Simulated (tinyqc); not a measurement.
RKS/PBE0 in the 3-21g basis, for H-, spin multiplicity 1, step by step. The basis has no diffuse functions, so it cannot describe the extra electron: this is an exercise in the method, not the real anion. One step of it, computed by the program tinyqc.

Question. Iteration 1: diagonalisation and new density. Diagonalise F' = X^T F X, C = X C', fill 1 alpha and 1 beta electrons from the bottom; D = 2 C_occ C_occ^T. Each column has its largest component positive (the first on a tie).

Kohn-Sham matrix F (hartree):
```
          1H 1s     1H 2s
1H 1s  0.869917  0.082338
1H 2s  0.082338  0.321481
```

X:
```
           1H 1s      1H 2s
1H 1s   1.229980  -0.450512
1H 2s  -0.450512   1.229980
```

Give: F' = X^T F X; orbital energies; coefficients C; D after iteration 1.

Answer.

F' = X^T F X (hartree):
```
         1        2
1   1.2901  -0.5189
2  -0.5189   0.5717
```

orbital energies (hartree): MO1 0.2998, MO2 1.5620

coefficients C:
```
          MO1      MO2
1H 1s  0.1718   1.2986
1H 2s  0.8804  -0.9699
```

D after iteration 1:
```
        1H 1s   1H 2s
1H 1s  0.0590  0.3025
1H 2s  0.3025  1.5501
```
